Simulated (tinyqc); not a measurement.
## Gate voltage for a given inversion charge

Question. p-type body, charge-sheet picture, depletion and inversion only, full ionisation (an idealisation for deep acceptors), Boltzmann statistics (rough once Na exp(x - xn) passes about Nc/7). In units of Vt: xg = (Vg - Vfb)/Vt, x = psi/Vt, G = gamma/sqrt(Vt), xn = (2 phiF + Vc)/Vt. The implicit equation is (xg - x)^2 = G^2 [x - 1 + exp(x - xn)] for x above about 3. Cox = eps0 eox/tox. ni = sqrt(Nc Nv) exp(-Eg/(2 Vt)), Eg in volts; phiF = Vt ln(Na/ni); gamma = sqrt(2 q eps0 eps_r Na)/Cox. N_inv = (Cox Vt G/q) [sqrt(x - 1 + exp(x - xn)) - sqrt(x - 1)]. Find x - xn, psi and Vg.

Values chosen for this exercise; band and dielectric values close to those of silicon:
```
symbol    value   unit                                                                 meaning
T           300      K                                                             temperature
Eg         1.12     eV                                                                band gap
eps_r      11.9                                                          relative permittivity
Nc      2.81e19  cm^-3                                  conduction-band density of states at T
Nv      2.64e19  cm^-3                                     valence-band density of states at T
eox         3.9         relative permittivity of the gate insulator (close to silicon dioxide)
tox         3.9     nm                                                     insulator thickness
Na       1.3e18  cm^-3                                                        acceptor density
Vfb       -0.49      V                                                       flat-band voltage
Vc            1      V                                                    channel-body voltage
```

Constants: q = 1.602176634e-19 C, kB = 1.380649e-23 J/K, Vt = kB T/q, eps0 = 8.8541878128e-14 F/cm where lengths are in cm. Results are converted to the units shown.

N_inv = 4e11 cm^-2

Solution. N_inv rises steadily with x, so it fixes x; the implicit equation then gives xg directly.

x - xn = 2.39
psi = 2.02 V
Vg = 2.66 V

tinyqc, about 0.01 s, one thread, Intel Xeon 2.30GHz (shared host): `OMP_NUM_THREADS=1 python tinyqc.py 2122039 2122040 out.jsonl`
